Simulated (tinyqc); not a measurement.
Gaps across the alloy: virtual-crystal alloy in the empirical-pseudopotential method.

Empirical pseudopotential on the fcc lattice, atoms at +/- tau, tau = a (1,1,1)/8, no spin-orbit coupling. H(G,G') = c (2 pi/a)^2 |k + G|^2 delta + VS(q) cos(q.tau) + i VA(q) sin(q.tau), q = G - G', c = hbar^2/2m0; k and G in units of 2 pi/a; VS at |q|^2 = 3, 8, 11 and VA at 3, 4, 11, in rydberg, zero elsewhere. At each k the basis holds all G with |k + G|^2 up to 16; energies are counted from the fourth level at Gamma.

Virtual crystal A(1-x)B(x): a = (1 - x) a_A + x a_B. Rule linear: V = (1 - x) V_A + x V_B. Rule volume: V = [(1 - x) a_A^3 V_A + x a_B^3 V_B]/a^3, since a form factor is an atomic potential divided by the cell volume.

Constants: hbar^2/2m0 = 3.80998211 eV angstrom^2; Ry = 13.60569312 eV.

Inputs chosen for the exercise (classic local form factors of the size used for GaP (A) and InP (B), which place X and L only to a few tenths of an eV; shifted at random, so the results belong to these values and not to a real crystal): a = (5.448, 5.853) angstrom (lattice constants of A, B); VSA = (-0.216, 0.03, 0.069) Ry (symmetric form factors of A); VAA = (0.123, 0.068, 0.02) Ry (antisymmetric form factors of A); VSB = (-0.226, 0.009, 0.061) Ry (symmetric form factors of B); VAB = (0.071, 0.049, 0.01) Ry (antisymmetric form factors of B); rule = volume (mixing rule).

Gaps from the valence top to the fifth band at Gamma, at L = (1/2,1/2,1/2) and at the lowest of k = (f,0,0), f = 0.70, 0.75, ..., 1.00. Bowing C = 4 [(E(0) + E(1))/2 - E(1/2)].

Gaps (eV):
```
x      Gamma  Delta/X  f of the minimum      L   lowest
0.000  2.605    2.100              1.00  2.476  Delta/X
0.167  2.449    2.112              1.00  2.381  Delta/X
0.333  2.286    2.120              0.95  2.285  Delta/X
0.500  2.118    2.125              0.90  2.190    Gamma
0.667  1.944    2.126              0.90  2.095    Gamma
0.833  1.767    2.127              0.90  2.002    Gamma
1.000  1.587    2.128              0.90  1.911    Gamma
```

bowing (eV): Gamma -0.087, Delta/X -0.043, L 0.016

What does the comparison show, and why?

The lowest valley changes: Delta/X to Gamma between x = 0.333 and 0.500. From A to B the Gamma gap moves by -1.02 eV, L by -0.56 eV and Delta/X by +0.03 eV; a move of Delta/X below about 0.4 eV is within the error of such form factors, sign included. The virtual crystal holds no disorder and no bond relaxation, so its bowing comes from the non-linear dependence on the mean potential and volume alone, and it may differ from measured bowing, which is positive in these alloys, in size and even in sign; crossings move with it.

Computed by tinyqc, a small Python program: `OMP_NUM_THREADS=1 python tinyqc.py 1050210 1050211 out.jsonl` (the numbers bound the seed that draws the inputs); one thread of a shared host (Intel(R) Xeon(R) Processor @ 2.30GHz), about 0.2 s for the whole set of steps.
